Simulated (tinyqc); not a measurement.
Doping the contact: Schottky barrier with interface states (Cowley-Sze model), image lowering and contact resistance. Computed by tinyqc, a small Python program. Command: `OMP_NUM_THREADS=1 python tinyqc.py 3010877 3010878 out.jsonl pinning walk`. One thread of a shared host (Intel(R) Xeon(R) Processor @ 2.30GHz), about 0.01 s of CPU time with the checks.

An n-type semiconductor under a metal. The barrier lies between the Schottky-Mott limit phi_M - chi and the Bardeen limit E_g - E_n, E_n being the neutrality level of the interface states; the space-charge term of the full Cowley-Sze expression is left out.

Inputs (values chosen for the exercise, for a model semiconductor):
```
quantity                                     value  unit
gap E_g                                       3.07    eV
electron affinity chi                         4.14    eV
metal work function phi_M                     4.41    eV
neutrality level E_n above the valence band   1.08    eV
optical dielectric constant eps_opt           4.36     -
dielectric constant eps_s                     9.67     -
electron mass m_e                            0.239   m_0
valleys M_c                                      1     -
temperature T                                  300     K
```

Pinning factor from: Moench relation.

Constants: k_B = 8.617333262e-05 eV/K; hbar = 1.054571817e-34 J s; m_0 = 9.1093837015e-31 kg; eps_0 = 8.8541878128e-12 F/m; e = 1.602176634e-19 C; k_B = 1.380649e-23 J/K; h = 6.62607015e-34 J s.

Method:
- S = 1/(1 + 0.1 (eps_opt - 1)^2), an empirical relation for metal-induced gap states.
- phi_B = S (phi_M - chi) + (1 - S)(E_g - E_n); the hole barrier is E_g - phi_B.
- A* = 4 pi e m_e M_c k_B^2/h^3 (a simple valley count); J_s = A* T^2 exp(-phi/k_B T).
- E_00 = (e hbar/2) sqrt(N/(m_e eps_s eps_0)), E_0 = E_00 coth(E_00/k_B T); scaling form of the contact resistivity rho_c = (k_B/(e A* T)) exp(phi_B/E_0), which is the thermionic result when E_00 << k_B T and keeps only the leading exponential of tunnelling when E_00 >> k_B T; image lowering is left out of it.
- Regimes: thermionic below E_00/k_B T = 0.5, field emission above 5.

barrier phi_B = 1.18209 eV

Against doping:
```
N (cm^-3)  1e10/sqrt(N)  E_00/k_B T  rho_c (ohm cm^2)                     regime
1.00e+16     1.0000e+02  4.7241e-02        6.9757e+11        thermionic emission
1.00e+17     3.1623e+01  1.4939e-01        5.1514e+11        thermionic emission
1.00e+18     1.0000e+01  4.7241e-01        3.1770e+10        thermionic emission
3.00e+18     5.7735e+00  8.1824e-01        2.2929e+08  thermionic-field emission
1.00e+19     3.1623e+00  1.4939e+00        1.0409e+04  thermionic-field emission
3.00e+19     1.8257e+00  2.5875e+00        3.8761e-01  thermionic-field emission
1.00e+20     1.0000e+00  4.7241e+00        1.5958e-04  thermionic-field emission
3.00e+20     5.7735e-01  8.1824e+00        2.6730e-06             field emission
1.00e+21     3.1623e-01  1.4939e+01        2.1347e-07             field emission
```

What follows from these numbers?

Even over the thermionic rows rho_c falls by a factor 22, since the barrier is many E_0 high, and then it falls faster, by 18.5 decades in all; in field emission ln rho_c is linear in 1/sqrt(N). It stays above 1e-7 ohm cm^2 at every listed doping.
